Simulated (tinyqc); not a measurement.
Specific resistance of a metal-semiconductor contact and its transmission-line measurement: one step, computed by the program tinyqc.

The barrier is parabolic (depletion approximation), energies E are normal energies counted from the band edge in the neutral semiconductor (downwards for holes), and the bias is zero. xi is an input, held fixed when other inputs move.

Question. Tunnelling energy and barrier. E_00 = (e hbar/2) sqrt(N/(eps eps_0 m)); band bending E_b = phi_B + xi; depletion width w = sqrt(2 eps eps_0 E_b/(e^2 N)).

Inputs (values chosen for the exercise, modelled on n-type GaN):
```
quantity                                           value    unit
tunnelling mass m                                   0.21     m_0
permittivity eps                                     9.7       -
barrier height phi_B                                0.74      eV
doping N                                         1.4e+19  1/cm^3
Fermi level above the band edge in the bulk, xi     0.09      eV
temperature T                                        300       K
```

Image-force lowering: left out.

Constants: hbar = 1.054571817e-34 J s; eps_0 = 8.8541878128e-12 F/m; m_0 = 9.1093837015e-31 kg; k_B = 8.617333262e-05 eV/K; e = 1.602176634e-19 C.

Give: E_00; E_00/k_B T; depletion width; barrier used, above the bulk band edge.

Answer.

E_00 = 48.674 meV

E_00/k_B T = 1.8828

depletion width = 7.9725 nm

barrier used, above the bulk band edge = 0.83 eV

By the usual rule this is thermionic-field emission (0.5 to 5 k_B T).
